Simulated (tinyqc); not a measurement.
Undoped symmetric double-gate MOSFET, analytic potential model: one step of the calculation.

An undoped body of thickness ts between two equal insulators and tied gates; long channel, electrons only, n = ni exp((psi - V)/Vt) with V the quasi-Fermi potential (0 at the source, Vd at the drain), constant mobility, no quantisation. Across the body psi(x) = V - 2 Vt ln[(ts/(2 beta)) sqrt(q ni/(2 eps0 eps_r Vt)) cos(2 beta x/ts)], x from the centre. Q is the electron charge per area of the whole body.

Question. beta at the source by Newton steps. With V = 0: f = ln(beta) - ln(cos beta) + 2 r beta tan(beta) - (Vg - V0)/(2 Vt); f' = 1/beta + tan(beta) + 2 r [tan(beta) + beta/cos^2(beta)]; beta(new) = beta - f/f'.

Parameters, values chosen for the exercise:
```
symbol,value,unit,meaning
T,250,K,temperature
Vg,0.1,V,gate voltage
```

Constants: q = 1.602176634e-19 C, kB = 1.380649e-23 J/K, Vt = kB T/q. Results are converted to the units shown.

beta at the start = 0.3
r = 0.37365591
V0 = 0.15925678 V

Give: f; f'; beta after iteration 1.

Answer.

f = 0.2864
f' = 4.119
beta after iteration 1 = 0.2305

Program tinyqc, `OMP_NUM_THREADS=1 python tinyqc.py 2440041 2440042 out.jsonl`; Intel Xeon 2.30GHz, shared host, one thread, about 0.01 s.
